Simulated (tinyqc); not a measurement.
Thin-body transistor below threshold, two-dimensional Poisson equation on a small mesh: one step of the calculation.

A thin body on a thick buried insulator of low permittivity, taken as carrying no normal field at the bottom of the body (row 0). Mobile charge is neglected (subthreshold), the body is fully depleted, and potentials are counted from the intrinsic level; rows run upward to the gate, columns from source to drain.

Task. Gauss-Seidel sweep. Free nodes: rows 0..3, columns 1..5, taken row by row from row 0, left to right. t = (up psi(above) + dn psi(below) + lat [psi(left) + psi(right)] + s)/(up + dn + 2 lat), with the newest neighbours; psi(new) = t.

psi after iteration 1 (V):
```
	j=0	j=1	j=2	j=3	j=4	j=5	j=6
row 0	0.56000000	0.56416257	0.57180277	0.58002057	0.58833458	0.59666509	0.61000000
row 1	0.56000000	0.56277082	0.56994807	0.57805044	0.58633892	0.59466402	0.61000000
row 2	0.56000000	0.43412649	0.42079248	0.42400273	0.42965764	0.43567542	0.61000000
row 3	0.28000000	0.23482587	0.22449625	0.22486084	0.22753949	0.23065795	0.30500000
row 4	0.00000000	0.00000000	0.00000000	0.00000000	0.00000000	0.00000000	0.00000000
```

```
row	up	dn	lat	s (V)
0	19.691667	0	4.9058824	-0.12304687
1	19.691667	19.691667	9.8117647	-0.24609374
2	36.666667	19.691667	11.505882	-0.12304687
3	36.666667	36.666667	13.2	0
```

Find: psi after iteration 2.

Result.

psi after iteration 2 (V):
```
	j=0	j=1	j=2	j=3	j=4	j=5	j=6
row 0	0.5600	0.5596	0.5657	0.5735	0.5818	0.5909	0.6100
row 1	0.5600	0.5154	0.5069	0.5105	0.5171	0.5258	0.6100
row 2	0.5600	0.3770	0.3440	0.3411	0.3445	0.3738	0.6100
row 3	0.2800	0.2054	0.1834	0.1798	0.1810	0.2018	0.3050
row 4	0.0000	0.0000	0.0000	0.0000	0.0000	0.0000	0.0000
```

Computed by the program tinyqc: `OMP_NUM_THREADS=1 python tinyqc.py 2480172 2480173 out.jsonl`, one thread of a shared Intel Xeon 2.30GHz, about 0.1 s for the whole run.
